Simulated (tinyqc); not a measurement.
Octagonal on-chip spiral inductor, lumped pi model: one step of the calculation.

Outer diameter do = di + 2 n wd + 2 (n - 1) sp, mean da = (do + di)/2, fill p = (do - di)/(do + di), length l = 3.314 n da. L = 2.25 mu0 n^2 da/(1 + 3.55 p), mu0 = 4 pi 1e-7 H/m. Rs = rho l/(wd delta (1 - exp(-th/delta))), delta = sqrt(rho/(pi f mu0)). Cs = n wd^2 eps0 eo/hu across the coil. At each end Cox = l wd eps0 eo/(2 ho) leads to the substrate branch Rsi = 2 rs he/(l wd) in parallel with Csi = l wd eps0 11.7/(2 he). With one end grounded Y = 1/(Rs + i w L) + i w Cs + 1/[1/(i w Cox) + 1/(1/Rsi + i w Csi)], w = 2 pi f; Q = -Im Y/Re Y. Eddy currents in neighbouring turns and in the substrate are left out.

Problem. Geometry and model elements. do, l, L, delta, Rs, Cs, Cox, Rsi and Csi as defined.

Inputs (values chosen for the exercise); values of the order met in silicon radio-frequency processes: number of turns n = 3.5; line width wd = 8 um; space between turns sp = 1.5 um; inner diameter di = 140 um; metal thickness th = 3 um; metal resistivity rho = 2.2 uohm cm; oxide below the coil ho = 5.4 um; oxide between coil and underpass hu = 0.6 um; relative permittivity of the oxide eo = 3; substrate resistivity rs = 100 ohm cm; effective spreading depth in the substrate he = 80 um; frequency f = 1.2 GHz.

Constants: eps0 = 8.8541878128e-12 F/m. Results are converted to the units shown.

Wanted: do; l; L; delta; Rs; Cs; Cox; Rsi; Csi.

Solution.

do = 203.5 um
l = 1992 um
L = 3.592 nH
delta = 2.155 um
Rs = 3.383 ohm
Cs = 9.917 fF
Cox = 39.20 fF
Rsi = 1.004e4 ohm
Csi = 10.32 fF

Computed by the program tinyqc: `OMP_NUM_THREADS=1 python tinyqc.py 2302060 2302061 out.jsonl`, one thread of a shared Intel Xeon 2.30GHz, about 0.01 s for the whole run.
